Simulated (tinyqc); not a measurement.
Resistance of a source-drain extension with a graded tip: one step of the calculation.

y runs along the channel, the gate covers y > 0. The doping is N0 for y < y0 and N0 10^(-(y - y0)/la) beyond, uniform over the depth xj. Sheet conductance s(y) = q mu(N) max(N - Nch, 0) xj + (for y > 0) ma Cox Vo, with mu(N) = u0 + (u1 - u0)/(1 + (N/Nr)^au) and Cox = eps0 eox/tox. Current is taken as one-dimensional; depletion of the tip, spreading and the contact are left out. The metallurgical junction lies at yj, where N = Nch.

Problem. Resistance of the overlapped part. Midpoint rule on 10 equal steps from 0 to yj: R_ov = sum h/s(y), per width.

Values chosen for this exercise; mobility law close to that of electrons in silicon:
- eox = 22.6 (relative permittivity of the gate insulator (close to hafnium oxide))
- tox = 3 nm (insulator thickness)
- N0 = 1.9e20 cm^-3 (active doping of the extension far from the gate)
- la = 4.4 nm/decade (lateral abruptness)
- y0 = -0.4 nm (position under the gate where the fall begins (gate edge at 0))
- xj = 23 nm (depth of the extension)
- Nch = 1.1e18 cm^-3 (channel doping)
- Vo = 0.6 V (gate overdrive)
- ma = 120 cm^2/(V s) (mobility of the gate-induced layer)
- u1 = 1414 cm^2/(V s) (mobility at low doping)
- u0 = 68.5 cm^2/(V s) (mobility at high doping)
- Nr = 9.2e16 cm^-3 (reference doping)
- au = 0.711 (exponent)

Constants: q = 1.602176634e-19 C, eps0 = 8.8541878128e-14 F/cm where lengths are in cm. Results are converted to the units shown.

Give: y; N; doped conductance; sheet resistance; R_ov.

Solution.

| point | y (nm) | N (cm^-3) | doped conductance (uS) | sheet resistance (ohm/square) |
|---|---|---|---|---|
| 0 | 0.47222 | 1.2037e20 | 3368.1 | 259.85 |
| 1 | 1.4167 | 7.3431e19 | 2133.1 | 382.66 |
| 2 | 2.3611 | 4.4795e19 | 1365.8 | 541.70 |
| 3 | 3.3055 | 2.7327e19 | 885.07 | 732.43 |
| 4 | 4.2500 | 1.6670e19 | 579.85 | 943.31 |
| 5 | 5.1944 | 1.0169e19 | 382.02 | 1159.7 |
| 6 | 6.1389 | 6.2037e18 | 249.52 | 1370.3 |
| 7 | 7.0833 | 3.7845e18 | 156.20 | 1571.2 |
| 8 | 8.0277 | 2.3087e18 | 85.551 | 1767.4 |
| 9 | 8.9722 | 1.4084e18 | 26.996 | 1971.4 |

R_ov = 10.106 ohm um

Computed by the program tinyqc: `OMP_NUM_THREADS=1 python tinyqc.py 2282159 2282160 out.jsonl`, one thread of a shared Intel Xeon 2.30GHz, about 0.03 s for the whole run.
